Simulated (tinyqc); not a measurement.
Wannier-Stark ladder of a miniband: sweeps and comparisons. A value that a table varies takes the place of the one given here.

One state in each well j = -(Nw - 1)/2 ... (Nw - 1)/2: H_jj = j e F d, H_(j,j+1) = -W/4; 1 kV/cm = 0.01 meV/angstrom. In an infinite chain the levels are j e F d and the state of well 0 has amplitude J_j(x) in size on well j, x = W/(2 e F d).

Constants: hbar = 6.58211957e-16 eV s.

Values chosen for the exercise (near those of a GaAs/AlGaAs superlattice; the results hold for these values, not for the real material):
```
symbol  value                               unit      meaning
W       10                                  meV       miniband width
d       106                                 angstrom  period
Nw      9                                             wells
Fs      (1.2, 1.6, 2.2, 3.1, 4.8, 8.1, 17)  kV/cm     fields
G       12                                  meV       hbar/tau
F       2.5                                 kV/cm     field
```

## Raising the field

Infinite-chain weights beside the middle spacing of the finite stack.

Results:
```
F (kV/cm),e F d (meV),x,J_0^2,J_1^2,J_2^2,middle spacing/(e F d)
1.2,1.27,3.931,0.161,0.002,0.145,1.1777
1.6,1.70,2.948,0.059,0.128,0.235,1.0441
2.2,2.33,2.144,0.020,0.317,0.147,1.0063
3.1,3.29,1.522,0.250,0.315,0.056,1.0006
4.8,5.09,0.983,0.597,0.189,0.012,1.0000
8.1,8.59,0.582,0.841,0.078,0.002,1.0000
17,18.02,0.277,0.962,0.019,0.000,1.0000
```

J_0 vanishes at x = 2.405, F = 2.0 kV/cm, where the line at j = 0 disappears; J_0^2 overtakes J_1^2 for good at x = 1.435, F = 3.3 kV/cm, and reaches 0.96 in the last row. The 9 wells reproduce the middle spacing of the even ladder to 1 % from 2.2 kV/cm on, where the swing W/(e F d) = 2x is 4.3 periods. The lines are seen apart only where e F d exceeds their width, usually a few meV.

## Drift velocity with scattering

Esaki-Tsu: v = v0 y/(1 + y^2), y = e F d/G, v0 = W d/(2 hbar), at zero temperature; 1 angstrom/s = 1e-8 cm/s, 1 kV/cm = 0.01 meV/angstrom. The last column is dv/dF in cm^2/(V s).

Results:
```
y,F (kV/cm),v (1e6 cm/s),dv/dF
0.1,1.13,0.80,690
0.3,3.40,2.22,545
0.6,6.79,3.55,246
1.0,11.32,4.03,0
1.5,16.98,3.72,-84
2.5,28.30,2.78,-71
4.0,45.28,1.89,-37
```

v0 = 8.05 x 1e6 cm/s
field at y = 1 = 11.32 kV/cm

The velocity peaks at v0/2 = 4.03 x 1e6 cm/s at 11.32 kV/cm and then falls: negative differential velocity, steepest at y = sqrt3 with -v0/(8 Fc) = -89 cm^2/(V s). The low-field mobility is v0/Fc = 711 cm^2/(V s). At the peak the swing is W/G = 0.8 periods, too few for the semiclassical picture to be safe.

## What each parameter does

e F d, x, J_0(x)^2 and the lowest level of the finite stack. Each row changes one parameter from the base and keeps the others.

Results:
```
case,e F d (meV),x,J_0^2,lowest level (meV)
base,2.65,1.887,0.084,-12.40
W = 12 meV,2.65,2.264,0.006,-13.01
d = 98 angstrom,2.45,2.041,0.040,-11.69
F = 3.5 kV/cm,3.71,1.348,0.354,-16.27
Nw = 11,2.65,1.887,0.084,-15.05
```

The largest shifts from the base row, up to three for each result and ties (the steps differ in size, so this ranks the rows, not the parameters). e F d (meV): F +1.06, d -0.20; unchanged at the printed digits by W and Nw. x: F -0.539, W +0.377, d +0.154; unchanged at the printed digits by Nw. J_0^2: F +0.270, W -0.078, d -0.044; unchanged at the printed digits by Nw. lowest level (meV): F -3.87, Nw -2.65, d +0.71.

tinyqc: `OMP_NUM_THREADS=1 python tinyqc.py 1251447 1251448 out.jsonl`; about 0.01 s, one thread, shared Intel(R) Xeon(R) Processor @ 2.30GHz.
